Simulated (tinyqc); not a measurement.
Via and link resistance from two via chains.

Problem. A chain of 5000 vias joined by 5000 metal links has R = 5000 (Rv + Rlink), with Rlink proportional to the link length. Find Rv, Rlink for length L, and the value of Rv that the short chain would give if the links were ignored.

resistance of chains of 5000 links with link lengths L and 3 L (ohm): 71500  1.815e5

Solution. R per link is a straight line in the link length; its intercept at zero length is Rv.

Rv = 3.30 ohm
Rlink = 11.0 ohm
Rv without correction = 14.3 ohm

Program tinyqc, `OMP_NUM_THREADS=1 python tinyqc.py 2750131 2750132 out.jsonl`; Intel Xeon 2.30GHz, shared host, one thread, about 0.01 s.
